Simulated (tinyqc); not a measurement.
The diagram with and without ligand: potential-pH (Pourbaix) lines of a metal, its cation, its oxide and an oxyanion, with a complexing ligand. Computed by tinyqc, a small Python program. Command: `OMP_NUM_THREADS=1 python tinyqc.py 3029329 3029330 out.jsonl pourb walk`. One thread of a shared host (Intel(R) Xeon(R) Processor @ 2.30GHz), about 0.01 s of CPU time with the checks.

Potentials are against the standard hydrogen electrode; solids and water have unit activity; dG_f of M, H+ and the electron is zero; F = e N_A and s = R T ln(10)/F. The cation carries z = 3.

Inputs (values chosen for the exercise, modelled on gallium):
```
quantity                                      value    unit
dG_f of the cation                           -159.9  kJ/mol
dG_f of the oxide                           -997.64  kJ/mol
dG_f of the oxyanion                        -534.46  kJ/mol
dG_f of water                               -237.14  kJ/mol
temperature T                                298.15       K
log10 of the dissolved activity a                -5       -
log10 of the stability constant beta of ML       12       -
pKa of HL                                       6.5       -
total ligand c_L                               0.14   mol/L
```

Species: M, M3+, M2O3, MO2(-).

Constants: R = 8.314462618 J/(mol K); e = 1.602176634e-19 C; N_A = 6.02214076e+23 1/mol.

Method. M3+ + 3e = M; (1/2) M2O3 + 3H+ + 3e = M + (3/2) H2O; MO2(-) + 4H+ + 3e = M + 2H2O. For each, E0 = -dG/(z F), and E = E0 + (s/z) log10 a - (s n_H/z) pH, with no activity term for the oxide. The free ligand is c_L/(1 + 10^(pKa - pH)) (ligand in excess); dissolved metal is a in all, so the free cation is a/alpha, alpha = 1 + beta [L]; the cation line drops by (s/z) log10 alpha.

E0 (V): cation -0.552416, oxide -0.494410, oxyanion -0.207907

s = 0.0591593 V

Lines against the metal (V); the species with the lowest line is stable above it:
```
pH    cation    oxide  oxyanion  stable above  cation with ligand  stable above, ligand
0   -0.65101  -0.4944   -0.3065        cation            -0.74264             dissolved
2   -0.65101  -0.6127   -0.4643        cation            -0.78207             dissolved
4   -0.65101  -0.7310   -0.6220         oxide            -0.82149             dissolved
5   -0.65101  -0.7902   -0.7009         oxide            -0.84097             dissolved
6   -0.65101  -0.8494   -0.7798         oxide            -0.85860             dissolved
7   -0.65101  -0.9085   -0.8587         oxide            -0.86846                 oxide
8   -0.65101  -0.9677   -0.9375         oxide            -0.87055                 oxide
9   -0.65101  -1.0268   -1.0164         oxide            -0.87079                 oxide
10  -0.65101  -1.0860   -1.0953      oxyanion            -0.87081              oxyanion
12  -0.65101  -1.2043   -1.2531      oxyanion            -0.87081              oxyanion
14  -0.65101  -1.3226   -1.4108      oxyanion            -0.87081              oxyanion
```

Without ligand the oxide holds 6 of the eleven rows (pH 4 to 9), with it 3 (pH 7, 8, 9). The ligand acts once beta [L] exceeds 1, from pH = pKa - log10(beta c_L) = -4.6 on, that is in all rows; its line then falls by at most s/z per pH unit and flattens beyond pKa, 0.220 V below the free cation at most. The oxide line falls faster, by s per pH unit, so the oxide takes over again at higher pH.

Extremes, crossings and ranges named in words are read from the listed rows.
